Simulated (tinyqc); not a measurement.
What moves the results: Wannier-Stark ladder of a miniband. A value that a table varies takes the place of the one given here.

One state in each well j = -(Nw - 1)/2 ... (Nw - 1)/2: H_jj = j e F d, H_(j,j+1) = -W/4; 1 kV/cm = 0.01 meV/angstrom. In an infinite chain the levels are j e F d and the state of well 0 has amplitude J_j(x) in size on well j, x = W/(2 e F d).

Constants: hbar = 6.58211957e-16 eV s.

Parameters, chosen for this exercise (near those of an InGaAs/InAlAs superlattice; shifted at random, so the results belong to these values and not to a real crystal):

| symbol | value | unit | meaning |
|---|---|---|---|
| W | 32 | meV | miniband width |
| d | 96 | angstrom | period |
| Nw | 7 |  | wells |
| Fs | (3.5, 4.8, 6.6, 9.3, 14, 24, 52) | kV/cm | fields |
| G | 2 | meV | hbar/tau |
| F | 16 | kV/cm | field |

## Raising the field

Infinite-chain weights beside the middle spacing of the finite stack.

Results:

| F (kV/cm) | e F d (meV) | x | J_0^2 | J_1^2 | J_2^2 | middle spacing/(e F d) |
|---|---|---|---|---|---|---|
| 3.5 | 3.36 | 4.762 | 0.063 | 0.085 | 0.017 | 1.7382 |
| 4.8 | 4.61 | 3.472 | 0.141 | 0.022 | 0.213 | 1.3188 |
| 6.6 | 6.34 | 2.525 | 0.004 | 0.241 | 0.202 | 1.1046 |
| 9.3 | 8.93 | 1.792 | 0.119 | 0.338 | 0.093 | 1.0232 |
| 14 | 13.44 | 1.190 | 0.457 | 0.246 | 0.025 | 1.0028 |
| 24 | 23.04 | 0.694 | 0.780 | 0.107 | 0.003 | 1.0001 |
| 52 | 49.92 | 0.321 | 0.950 | 0.025 | 0.000 | 1.0000 |

J_0 vanishes at x = 2.405, F = 6.9 kV/cm, where the line at j = 0 disappears; J_0^2 overtakes J_1^2 for good at x = 1.435, F = 11.6 kV/cm, and reaches 0.95 in the last row. The 7 wells reproduce the middle spacing of the even ladder to 1 % from 14 kV/cm on, where the swing W/(e F d) = 2x is 2.4 periods. The lines are seen apart only where e F d exceeds their width, usually a few meV.

## Drift velocity with scattering

Esaki-Tsu: v = v0 y/(1 + y^2), y = e F d/G, v0 = W d/(2 hbar), at zero temperature; 1 angstrom/s = 1e-8 cm/s, 1 kV/cm = 0.01 meV/angstrom. The last column is dv/dF in cm^2/(V s).

Results:

| y | F (kV/cm) | v (1e6 cm/s) | dv/dF |
|---|---|---|---|
| 0.1 | 0.21 | 2.31 | 10871 |
| 0.3 | 0.62 | 6.42 | 8579 |
| 0.6 | 1.25 | 10.30 | 3876 |
| 1.0 | 2.08 | 11.67 | 0 |
| 1.5 | 3.12 | 10.77 | -1326 |
| 2.5 | 5.21 | 8.05 | -1119 |
| 4.0 | 8.33 | 5.49 | -581 |

v0 = 23.34 x 1e6 cm/s
field at y = 1 = 2.08 kV/cm

The velocity peaks at v0/2 = 11.67 x 1e6 cm/s at 2.08 kV/cm and then falls: negative differential velocity, steepest at y = sqrt3 with -v0/(8 Fc) = -1400 cm^2/(V s). The low-field mobility is v0/Fc = 11201 cm^2/(V s). At the peak the swing is W/G = 16.0 periods, so the semiclassical picture holds.

## What each parameter does

e F d, x, J_0(x)^2 and the lowest level of the finite stack. Each row changes one parameter from the base and keeps the others.

Results:

| case | e F d (meV) | x | J_0^2 | lowest level (meV) |
|---|---|---|---|---|
| base | 15.36 | 1.042 | 0.557 | -49.81 |
| W = 40 meV | 15.36 | 1.302 | 0.383 | -51.64 |
| d = 88 angstrom | 14.08 | 1.136 | 0.493 | -46.24 |
| F = 22.4 kV/cm | 21.50 | 0.744 | 0.751 | -67.31 |
| Nw = 9 | 15.36 | 1.042 | 0.557 | -65.17 |

The largest shifts from the base row, up to three for each result and ties (the steps differ in size, so this ranks the rows, not the parameters). e F d (meV): F +6.14, d -1.28; unchanged at the printed digits by W and Nw. x: F -0.298, W +0.260, d +0.095; unchanged at the printed digits by Nw. J_0^2: F +0.193, W -0.174, d -0.064; unchanged at the printed digits by Nw. lowest level (meV): F -17.50, Nw -15.36, d +3.57.

(tinyqc, `OMP_NUM_THREADS=1 python tinyqc.py 1282731 1282732 out.jsonl`, Intel(R) Xeon(R) Processor @ 2.30GHz, 1 thread, shared host, about 0.01 s.)
